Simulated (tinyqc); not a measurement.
The temperature window: atomic layer deposition: Langmuir saturation, growth per cycle and coating of deep features. Computed by tinyqc, a small Python program. Command: `OMP_NUM_THREADS=1 python tinyqc.py 3022855 3022856 out.jsonl ald sweep`. One thread of a shared host (Intel(R) Xeon(R) Processor @ 2.30GHz), about 0.05 s of CPU time with the checks.

Precursor A sticks only on free sites, so a long enough pulse saturates; co-reactant B then frees the sites again.

Inputs (values chosen for the exercise, modelled on hafnium oxide from an amide and water):
```
quantity                                   value      unit
precursor mass M                             411         u
site density q                               2.9    1/nm^2
growth per cycle at saturation G            0.92  angstrom
sticking probability beta on free sites  0.00051         -
precursor pressure p                         4.2        Pa
pulse time t                                 2.7         s
co-reactant completion per pulse c_B        0.99         -
desorption energy E_d                       1.92        eV
purge time t_p                               3.2         s
```

Constants: u = 1.6605390666e-27 kg; k_B = 1.380649e-23 J/K; k_B = 8.617333262e-05 eV/K.

Method:
- Wall flux F = p/sqrt(2 pi M k_B T); rate of filling k_a = beta F/q; desorption k_d = 1e13 exp(-E_d/(k_B T)) per second. 1/m^2 = 1e-18/nm^2.
- Temperatures in kelvin are T(C) + 273.15.
- One cycle from coverage th0: pulse A gives th1 = th_s + (th0 - th_s) exp(-(k_a + k_d) t), th_s = k_a/(k_a + k_d); the purge leaves th2 = th1 exp(-k_d t_p); pulse B converts c_B th2 into film and leaves th3 = (1 - c_B) th2. Growth = G c_B th2.
- The periodic state has th0 = th3: th0 = (1 - c_B) e_p th_s (1 - e_a)/(1 - (1 - c_B) e_p e_a), with e_a = exp(-(k_a + k_d) t), e_p = exp(-k_d t_p).
- Share of impinging molecules used = q (th1 - th0)/(F t).

One run for each value:
```
temperature T (C)  growth per cycle (angstrom)  k_d (1/s)  k_a (1/s)
150                                  9.108e-01  1.357e-10      4.667
200                                  9.108e-01  3.540e-08      4.413
250                                  9.108e-01  3.189e-06      4.197
300                                  9.104e-01  1.310e-04      4.010
350                                  9.015e-01  2.964e-03      3.845
400                                  7.868e-01  4.219e-02      3.700
450                                  2.155e-01  4.160e-01      3.570
500                                  2.779e-05  3.051e+00      3.452
```

Over the rows, growth per cycle (angstrom) falls from 0.911 to 2.78e-5; k_d (1/s) rises from 1.36e-10 to 3.05. Among these rows desorption in the purge stays under 5 % up to 350 C and then closes the window from above. The sticking probability is held fixed here; a real one drops at low T, which closes the window from below. Left out: 550 (far above the temperature window).

Caution (rows 350, 400, 450, 500): many metal-organic precursors decompose at such temperatures, which adds growth left out here.
